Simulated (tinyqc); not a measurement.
Worked calculation: CIS on RHF in the sto-3g basis, for H4, spin multiplicity 1. One step of it, computed by the program tinyqc.

Task: CIS matrix, triplets. A(ia,jb) = (e_a - e_i) d_ij d_ab - (ij|ab).

orbital energies (hartree): MO1 -0.576603, MO2 -0.401331, MO3 0.395751, MO4 0.606032

Two-electron integrals over orbitals (pq|rs), unique and non-zero (hartree):
```
(11|11) 0.463867   (21|21) 0.177497   (22|11) 0.463771   (22|22) 0.473271
(31|31) 0.106244   (32|32) 0.088260   (33|11) 0.452030   (33|22) 0.455056
(33|33) 0.461178   (41|32) 0.086308   (41|41) 0.084442   (42|31) 0.110612
(42|42) 0.119138   (43|21) 0.176538   (43|43) 0.193427   (44|11) 0.460063
(44|22) 0.468963   (44|33) 0.470767   (44|44) 0.485251
```

Give: CIS matrix A, triplet.

Result:

CIS matrix A, triplet (hartree), order 1>3, 1>4, 2>3, 2>4:
$$\begin{pmatrix}
0.520 & 0.000 & 0.000 & -0.177 \\
0.000 & 0.723 & -0.177 & 0.000 \\
0.000 & -0.177 & 0.342 & 0.000 \\
-0.177 & 0.000 & 0.000 & 0.538
\end{pmatrix}$$
